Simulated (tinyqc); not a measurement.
# Worked calculation: deep-level transient spectroscopy

Numbers from tinyqc (`OMP_NUM_THREADS=1 python tinyqc.py 2050132 2050133 out.jsonl`; about 0.01 s on one thread of a shared Intel Xeon 2.30GHz). Printed values are rounded.

Schottky contact on an n-type layer with shallow donors Nd (all ionised) and a donor-like deep trap, neutral when filled and positive when empty; depletion approximation. Traps within lam of the depletion edge stay filled. A long pulse to Vp fills the traps beyond x1 = Wp - lam; back at Vr those between x1 and x2 = Wr - lam emit. A rate window reads S = C(t2) - C(t1).

Parameters, values chosen for the exercise; material values close to those of silicon:
- eps_r = 11.8 (relative permittivity)
- Nc = 2.76e19 cm^-3 (conduction-band density of states at 300 K)
- vth = 2.3e7 cm/s (thermal velocity at 300 K)
- Nd = 4.1e15 cm^-3 (shallow donor density)
- Vbi = 0.57 V (built-in voltage)
- Et = 0.1 eV (depth of the trap below the conduction edge)
- sn = 1.6e-17 cm^2 (capture cross-section)
- Nt = 2.3e14 cm^-3 (trap density)
- Vr = 5 V (reverse bias)
- Vp = 0 V (reverse bias during the filling pulse)
- t1 = 0.1 ms (first sampling time)
- t2 = 0.5 ms (second sampling time)
- T = 96 K (temperature of the transient)

Constants: q = 1.602176634e-19 C, kB = 1.380649e-23 J/K, eps0 = 8.8541878128e-14 F/cm where lengths are in cm. Results are converted to the units shown.

Range of the model: Below about 110 K shallow donors begin to freeze out, which the model ignores.

## Emission rate and rate window

Emission rate en = sn vth(T) Nc(T) exp(-Et/kB T) = sn g T^2 exp(-Et/kB T), g = vth Nc/(300 K)^2, as vth goes as T^0.5 and Nc as T^1.5 (degeneracy factor 1). For an exponential transient S peaks where en = ew = ln(t2/t1)/(t2 - t1).

g = 7.053333e21 cm^-2 s^-1 K^-2
en = 5851.779 1/s
1/en = 0.1708882 ms
ew = 4023.595 1/s

## Widths

lam = sqrt(2 eps0 eps_r (EF - ET)/(q Nd)), EF - ET = Et - (kB T/q) ln(Nc(T)/Nd), Nc(T) = Nc (T/300 K)^1.5. In the steady state at the band bending V, 2 eps0 eps_r V/q = Nd W^2 + Nt (W - lam)^2 (the second term only if W > lam). V = Vbi + Vr gives Wr and V = Vbi + Vp gives Wp; x1 = max(Wp - lam, 0).

lam = 114.5074 nm
Wr = 1301.093 nm
Wp = 419.6371 nm
x1 = 305.1296 nm
x2 = 1186.586 nm
G = (x2^2 - x1^2)/Wr^2 = 0.7767297

The rule Nt = 2 Nd |dC|/C assumes G = 1 and would understate Nt by a factor of about 1/G = 1.29 here (the limit of small Nt/Nd).

## The transient

t, sample 0 to 6 (ms): 0  0.05  0.1  0.3  0.5  1  2.5

W(t)^2 = Wr^2 + (Nt/Nd)(x2^2 - x1^2) exp(-en t), C = eps0 eps_r/W; for small Nt, dC/C = -(Nt/2 Nd) G exp(-en t) with G = (x2^2 - x1^2)/Wr^2. S = C(t2) - C(t1).

```
sample  C (nF/cm^2)  C - C(final) (pF/cm^2)
0          7.860695               -169.4297
1          7.902657               -127.4673
2          7.934417                -95.7079
3          8.000061                -30.0638
4          8.020761                 -9.3637
5          8.029622                 -0.5029
6          8.030124                 -0.0001
```

S = 86.34421 pF/cm^2

## Step 1: peak temperature

T at the start = 300 K

Fixed-point step for en(T) = ew: T(new) = (Et q/kB)/ln(sn g T^2/ew), g = vth Nc/(300 K)^2.

T after step 1 = 78.72018 K

## Course of the iteration for the peak temperature

Start from 300 K; stop when T changes by less than 1e-8 K.

Course of the iteration:
```
step     T (K)  change (K)
1     78.72018         221
2     96.17765        17.5
3     93.08705        3.09
4     93.57740       0.490
5     93.49818      0.0792
6     93.51094      0.0128
7     93.50888     2.06e-3
8     93.50922     3.31e-4
9     93.50916     5.34e-5
10    93.50917     8.61e-6
11    93.50917     1.39e-6
12    93.50917     2.24e-7
13    93.50917     3.60e-8
14    93.50917     5.81e-9
```

Converged in 14 steps; each multiplies the error by -2 kB T/Et = -0.16.
